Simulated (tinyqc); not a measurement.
Magnetoresistance against angle.

Conductance G = G0 (1 + P1 P2 cos(phi)) at low bias, phi the angle between the magnetisations, normalised to Rp = RA/area at phi = 0.

Parameters, values chosen for the exercise:
```
symbol  value      unit                                   meaning
Dm         24        nm                                  diameter
P1       0.59            spin polarisation of the reference layer
P2       0.72                 spin polarisation of the free layer
RA        9.2  ohm um^2   resistance-area product, parallel state
```

Result of one run:
```
phi (degree),R (kohm),R/Rp - 1 (%),share of the full TMR (%)
90,28.98,42.48,28.76
```

What becomes of these results when the angle phi is changed from 90 to 45 degree, all else the same?

Result of the changed run:
```
phi (degree),R (kohm),R/Rp - 1 (%),share of the full TMR (%)
45,22.28,9.568,6.478
```

The whole series:
```
phi (degree),R (kohm),R/Rp - 1 (%),share of the full TMR (%)
0,20.34,0,0
20,20.71,1.831,1.240
45,22.28,9.568,6.478
70,25.30,24.41,16.52
90,28.98,42.48,28.76
110,33.90,66.70,45.16
135,41.42,103.7,70.18
160,48.23,137.1,92.85
180,50.37,147.7,100.0
```

R rises from 20.3 to 50.4 kohm, TMR0 = 148 %. It is the conductance that follows cos(phi), so at 90 degrees R has covered only (1 - P1 P2)/2 = 28.8 % of its range.

tinyqc, about 0.01 s, one thread, Intel Xeon 2.30GHz (shared host): `OMP_NUM_THREADS=1 python tinyqc.py 2450055 2450056 out.jsonl`
